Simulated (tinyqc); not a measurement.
Level and width from two currents at zero temperature.

Question. In a resonant-tunnelling diode at zero temperature a sharp resonance at Er = E0 - alpha V between the emitter band edge and Ef carries J = K (pi/2) G Tp (Ef - Er), K = q^3 mw m0/(2 pi^2 hbar^3) (times 1e-4 for A/cm^2 per eV^2), with G its full width and Tp its peak transmission, G Tp taken as constant, and no back flow. Find G Tp and E0.

Inputs (values chosen for the exercise); masses and offsets close to those of InGaAs wells and InAlAs barriers: mass in the well, spacer and contacts mw = 0.041 m0; Fermi energy of both contacts above their band edges Ef = 0.053 eV; share of the bias at the well alpha = 0.39.

Constants: q = 1.602176634e-19 C, hbar = 1.054571817e-34 J s, m0 = 9.1093837015e-31 kg. Results are converted to the units shown.

J at V = 0.1 and 0.2 V (kA/cm^2): 18.639332  125.54138

Answer. J is linear in V: the slope gives G Tp, and the onset V0, where the line meets zero, gives E0 = Ef + alpha V0.

G Tp = 2.63 meV
E0 = 0.0852 eV

Numbers from tinyqc (`OMP_NUM_THREADS=1 python tinyqc.py 2600141 2600142 out.jsonl`; about 0.3 s on one thread of a shared Intel Xeon 2.30GHz).
